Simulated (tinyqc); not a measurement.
Narrowing from the saturation current.

Inverse problem. A uniform n-type emitter has J0 = (q p0 D/L)(s + tanh(W/L))/(1 + s tanh(W/L)), D = mup Vt, s = S L/D, and p0 = (ni^2/N) exp(dE_app/kB T), where dE_app = dEg + kB T ln[(N/Nc) exp(-eta)]. Find p0, dE_app and dEg.

Parameters, values chosen for the exercise; band and dielectric values close to those of silicon:

| symbol | value | unit | meaning |
|---|---|---|---|
| T | 300 | K | temperature |
| Nc | 2.82e19 | cm^-3 | conduction-band density of states at 300 K |
| N | 3.1e19 | cm^-3 | ionised donor density |
| mup | 200 | cm^2/(V s) | minority-hole mobility |
| W | 660 | nm | emitter width |
| S | 5000 | cm/s | recombination velocity at the contact |

Constants: q = 1.602176634e-19 C, kB = 1.380649e-23 J/K, Vt = kB T/q. Results are converted to the units shown.

J0 = 239.23439 fA/cm^2
L = 1511.3890 nm
ni = 1.2902847e10 cm^-3
converged eta = 0.47753214

Answer. J0 gives p0, its ratio to ni^2/N gives dE_app, and the degeneracy term is taken off.

p0 = 83.1 cm^-3
dE_app = 70.8 meV
dEg = 80.7 meV

Program tinyqc, `OMP_NUM_THREADS=1 python tinyqc.py 2330031 2330032 out.jsonl`; Intel Xeon 2.30GHz, shared host, one thread, about 0.01 s.
